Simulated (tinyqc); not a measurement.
Thermodynamics of metal silicides: hull, first phase, silicon consumed, nucleation and stability against SiO2: one step, computed by the program tinyqc.

Entropies of formation of the solids are neglected, so heats stand for free energies. Si fractions: M5Si3 0.3750, MSi 0.5000, MSi2 0.6667.

Task: Which phases are stable. A phase is stable if it lies below every straight line between a phase on its left and one on its right (M and Si at zero). Distance = its heat less the lowest such line, negative for a stable phase.

Inputs (values chosen for the exercise, of the order of those of titanium silicides for heats and volumes only): heat of formation of M5Si3 = -72.3 kJ/mol atoms; heat of formation of MSi = -67 kJ/mol atoms; heat of formation of MSi2 = -46.9 kJ/mol atoms.

Phases: M5Si3, MSi, MSi2.

Give: distance to the lowest tie line.

Result:

distance to the lowest tie line (kJ/mol atoms): M5Si3 -22.050, MSi -5.586, MSi2 -2.233

All three are stable.
